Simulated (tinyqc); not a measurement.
Hueckel theory of the pi electrons, for the molecule C=CC(=C)C(F)=CO (SMILES; centres numbered as the heavy atoms are written), step by step. Computed by tinyqc, a small Python program that keeps every step. Settings: charge = 0. Command: `OMP_NUM_THREADS=1 python tinyqc.py 24732 24733 out.jsonl` (the two numbers bound the seeds that draw the settings). One thread of a shared host (Intel(R) Xeon(R) Processor @ 2.60GHz), about 0.01 s of CPU time with the checks.

## The Hueckel matrix

Centres:
```
centre  z_r, pi electrons of the neutral centre       h
1C                                            1  0.0000
2C                                            1  0.0000
3C                                            1  0.0000
4C                                            1  0.0000
5C                                            1  0.0000
6F                                            2  3.0000
7C                                            1  0.0000
8O                                            2  2.0000
```

Bonds:
```
i  j       k
1  2       1
2  3       1
3  4       1
3  5       1
5  6  0.7000
5  7       1
7  8  0.8000
```

H_rr = alpha + h_r beta, H_rs = k_rs beta for bonded centres.

Hueckel matrix in units of beta (H = alpha + beta A):
```
        1C      2C      3C      4C      5C      6F      7C      8O
1C  0.0000  1.0000  0.0000  0.0000  0.0000  0.0000  0.0000  0.0000
2C  1.0000  0.0000  1.0000  0.0000  0.0000  0.0000  0.0000  0.0000
3C  0.0000  1.0000  0.0000  1.0000  1.0000  0.0000  0.0000  0.0000
4C  0.0000  0.0000  1.0000  0.0000  0.0000  0.0000  0.0000  0.0000
5C  0.0000  0.0000  1.0000  0.0000  0.0000  0.7000  1.0000  0.0000
6F  0.0000  0.0000  0.0000  0.0000  0.7000  3.0000  0.0000  0.0000
7C  0.0000  0.0000  0.0000  0.0000  1.0000  0.0000  0.0000  0.8000
8O  0.0000  0.0000  0.0000  0.0000  0.0000  0.0000  0.8000  2.0000
```

## Orbitals

pi electrons, sum of z_r less the charge = 10

Diagonalise; E = alpha + x beta with beta < 0, so the largest x are filled first; degenerate levels share their electrons. P = sum n_i c_ri c_si; each orbital has its largest coefficient positive (the first on a tie).

x values: 3.2014  2.3352  1.8217  0.8497  0.4071  -0.5662  -1.0865  -1.9623

occupations: 2.0000  2.0000  2.0000  2.0000  2.0000  0.0000  0.0000  0.0000

coefficients:
```
       MO1      MO2      MO3      MO4      MO5      MO6      MO7      MO8
1C  0.0116   0.0257   0.2676   0.5798  -0.2997   0.5022  -0.4503   0.2159
2C  0.0371   0.0601   0.4875   0.4926  -0.1220  -0.2844   0.4893  -0.4237
3C  0.1071   0.1146   0.6205  -0.1612   0.2500  -0.3412  -0.0813   0.6155
4C  0.0335   0.0491   0.3406  -0.1897   0.6143   0.6026   0.0748  -0.3136
5C  0.2724   0.1584   0.3023  -0.4399  -0.3905  -0.1251  -0.4758  -0.4704
6F  0.9469  -0.1668  -0.1796   0.1432   0.1054   0.0246   0.0815   0.0664
7C  0.1021   0.3721   0.0559  -0.3129  -0.4828   0.3949   0.5412   0.2612
8O  0.0680   0.8881  -0.2507   0.2176   0.2425  -0.1231  -0.1403  -0.0527
```

charge and bond-order matrix P:
```
         1C       2C       3C       4C       5C       6F       7C       8O
1C   0.9967   0.9092   0.0038  -0.4025  -0.0998   0.0201  -0.0220   0.0201
2C   0.9092   1.0005   0.4070   0.0038  -0.0041  -0.0096  -0.0837   0.0226
3C   0.0038   0.4070   0.9963   0.8095   0.4164  -0.0517   0.0359  -0.0419
4C  -0.4025   0.0038   0.8095   1.0657  -0.0731  -0.0002  -0.3930   0.1363
5C  -0.0998  -0.0041   0.4164  -0.0731   1.0733   0.1461   0.8596  -0.2139
6F   0.0201  -0.0096  -0.0517  -0.0002   0.1461   1.9767  -0.1423   0.0359
7C  -0.0220  -0.0837   0.0359  -0.3930   0.8596  -0.1423   0.9659   0.2766
8O   0.0201   0.0226  -0.0419   0.1363  -0.2139   0.0359   0.2766   1.9248
```

## Energy, charges, bond orders

E = sum n x; q_r = z_r - P_rr; bond order p = P_rs; free valence = sqrt(3) - sum of p over the bonds of the atom.

pi energy = 10 alpha + this times beta = 17.2301

pi charges: 1C 0.0033, 2C -0.0005, 3C 0.0037, 4C -0.0657, 5C -0.0733, 6F 0.0233, 7C 0.0341, 8O 0.0752

Bond orders and lengths from R = 1.517 - 0.180 p (angstrom, C-C alone):
```
bond       p       R
1-2   0.9092  1.3533
2-3   0.4070  1.4437
3-4   0.8095  1.3713
3-5   0.4164  1.4421
5-6   0.1461       -
5-7   0.8596  1.3623
7-8   0.2766       -
```

free valence of the carbons: 1C 0.8228, 2C 0.4158, 3C 0.0992, 4C 0.9226, 5C 0.3100, 7C 0.5959

gap between the highest filled and the next level = 0.9733 |beta|
